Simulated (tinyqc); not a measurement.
Binary melting diagram from solution models of liquid and solid: one step, computed by the program tinyqc.

x is the fraction of B. In a phase with interaction L: mu_A = G_A + R T ln(1 - x) + L x^2, mu_B = G_B + R T ln x + L (1 - x)^2. Melting: G(liquid) - G(solid) = H (1 - T/T_m) for each pure component.

Problem. Dilute B in A: partition coefficient and slope. At T_A, k0 = exp[(dG_B(T_A) + L_L - L_S)/(R T_A)]; van 't Hoff: m_L = -R T_A^2 (1 - k0)/H_A per unit fraction. Burton-Prim-Slichter: k_eff = k0/[k0 + (1 - k0) exp(-V delta/D)]. Freezing range of c0: |m_L| c0 |1 - k0|/k0.

Inputs (values chosen for the exercise, modelled on Si-Ge):
```
quantity,value,unit
melting point T_A,1687,K
melting point T_B,1211,K
heat of melting H_A,50.4,kJ/mol
heat of melting H_B,36.6,kJ/mol
liquid interaction L_L,7.5,kJ/mol
solid interaction L_S,3.8,kJ/mol
dilute content c0 of B,0.027,-
growth number V delta/D,0.13,-
```

Diagram: complete solid solution (lens).

Constants: R = 8.314462618 J/(mol K).

Give: partition coefficient k0; liquidus slope m_L; effective coefficient k_eff; freezing range.

Solution.

partition coefficient k0 = 0.4668

liquidus slope m_L = -250.3 K

effective coefficient k_eff = 0.4993

freezing range = 7.720 K

k0 < 1: the solid rejects B and B lowers the melting point. Faster growth moves k_eff towards 1.
